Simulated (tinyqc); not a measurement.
Finite-difference solution of the diffusion equation on a small grid. Changing the time step dt. Computed by tinyqc, a small Python program. Command: `OMP_NUM_THREADS=1 python tinyqc.py 3030864 3030865 out.jsonl fdiff sweep`. One thread of a shared host (Intel(R) Xeon(R) Processor @ 2.30GHz), about 0.01 s of CPU time with the checks.

dC/dt = D d2C/dx2 on nodes x_j = j dx, j = 0..9; the far end is sealed.

Inputs (values chosen for the exercise): diffusivity D = 0.18 nm^2/s; grid spacing dx = 5 nm; final time t_f = 1800 s.

Boundary at x = 0: sealed surface. Scheme: implicit.

start values C_j, j = 0, 1, ... (% of a reference): [75.8, 100, 77.2, 17.4, 13.4, 0, 0, 0, 0, 0]

Method:
- The operator M acts as (M C)_j = C_(j-1) - 2 C_j + C_(j+1); at the sealed far end a mirror node gives 2 C_(N-2) - 2 C_(N-1); at j = 0, a mirror node gives 2 C_1 - 2 C_0.
- r = D dt/dx^2.
- With r = D dt/dx^2: (1 - theta r M) C(new) = (1 + (1 - theta) r M) C(old); theta = 0 explicit, 1 implicit, 1/2 Crank-Nicolson.
- The run takes n = round(t_f/dt) steps of length t_f/n.
- The dose is the trapezoidal sum of C dx; the error is the largest difference from exp(M D t/dx^2) C(0), the exact time evolution on the same grid.

One run for each value:
```
time step dt (s)  largest error at t_f (%)  mesh ratio r  final C_5 (%)  final dose (% nm)
7.03                                0.0488      0.050625         25.626             1229.5
14.06                               0.0977      0.101250         25.614             1229.5
28.12                               0.1955      0.202500         25.590             1229.5
56.25                               0.3911      0.405000         25.541             1229.5
112.50                              0.7832      0.810000         25.438             1229.5
225.00                              1.5700      1.620000         25.210             1229.5
450.00                              3.1440      3.240000         24.691             1229.5
900.00                              6.1573      6.480000         23.547             1229.5
```

What does the table show, and why?

Over the rows, largest error at t_f (%) rises from 0.0488 to 6.16 (exponent d ln y / d ln x about 1.00 throughout). The exponent of largest error at t_f stays between 0.97 and 1.00, near 1: first order in the step.

Extremes, crossings and ranges named in words are read from the listed rows.
